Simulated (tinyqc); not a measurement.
## Charge pumping in an n-channel transistor: triangular pulses against frequency

The gate is pulsed from accumulation to inversion and back. Energies E are counted from the intrinsic level; Dit(E) = D0 [1 + b (2 E/Eg)^2]. During each edge the traps near the bands emit their carriers, and those between Eh and Ee recombine once a cycle.

For a symmetric triangular wave tr = tf = 1/(2 f). ni = sqrt(Nc Nv) exp(-Eg/(2 Vt)), Eg in volts; emission times te = (dV/Va) tf and th = (dV/Va) tr; Ee = -Vt ln(vth sn ni te), Eh = +Vt ln(vth sp ni th). Nit = integral of Dit from Eh to Ee = D0 [Ee - Eh + 4 b (Ee^3 - Eh^3)/(3 Eg^2)], Qcp = q A Nit, Icp = f Qcp.

Inputs (values chosen for the exercise); band and dielectric values those of a made-up semiconductor:

| symbol | value | unit | meaning |
|---|---|---|---|
| T | 200 | K | temperature |
| Eg | 0.994 | eV | band gap |
| Nc | 1.18e19 | cm^-3 | conduction-band density of states at 200 K |
| Nv | 1.12e19 | cm^-3 | valence-band density of states at 200 K |
| A | 1.5 | um^2 | gate area |
| D0 | 1.2e11 | cm^-2 eV^-1 | trap density at midgap |
| b | 1.1 |  | rise of the trap density towards the band edges |
| sn | 2.6e-16 | cm^2 | cross-section for electrons |
| sp | 1.4e-15 | cm^2 | cross-section for holes |
| vth | 1.1e7 | cm/s | thermal velocity at 200 K, one nominal value for electrons and holes |
| dV | 1.01 | V | Vth - Vfb |
| Va | 2.6 | V | pulse height |

Constants: q = 1.602176634e-19 C, kB = 1.380649e-23 J/K, Vt = kB T/q. Results are converted to the units shown.

Triangular pulses against frequency:

| f (Hz) | Ee (eV) | Eh (eV) | Nit (cm^-2) | Icp (pA) | Qcp (fC) |
|---|---|---|---|---|---|
| 2200 | 0.2405 | -0.2115 | 5.841e10 | 0.3088 | 0.1404 |
| 5100 | 0.2550 | -0.2260 | 6.273e10 | 0.7689 | 0.1508 |
| 12000 | 0.2698 | -0.2408 | 6.724e10 | 1.939 | 0.1616 |
| 26000 | 0.2831 | -0.2541 | 7.142e10 | 4.463 | 0.1716 |
| 59000 | 0.2972 | -0.2682 | 7.596e10 | 10.77 | 0.1826 |
| 1.3e5 | 0.3108 | -0.2818 | 8.045e10 | 25.14 | 0.1934 |
| 3e5 | 0.3252 | -0.2962 | 8.534e10 | 61.52 | 0.2051 |
| 6.9e5 | 0.3396 | -0.3106 | 9.033e10 | 149.8 | 0.2171 |
| 1.6e6 | 0.3541 | -0.3251 | 9.553e10 | 367.3 | 0.2296 |
| 3.5e6 | 0.3676 | -0.3386 | 1.005e11 | 845.3 | 0.2415 |

Read the table: what changes, and by how much?

Qcp rises from 0.140 to 0.242 fC, by 0.0285 fC a decade between the first two rows and 0.0351 between the last two (2 q A D0 Vt ln 10 = 0.0229 fC): faster edges leave less time for emission and widen the window, so Icp grows faster than f, as f^(1.07).

Range of the model: The Fermi levels of inversion and accumulation are taken to lie beyond Ee and Eh, the flat tops to fill all traps, and no geometric current is added.

Numbers from tinyqc (`OMP_NUM_THREADS=1 python tinyqc.py 2030030 2030031 out.jsonl`; about 0.01 s on one thread of a shared Intel Xeon 2.30GHz).
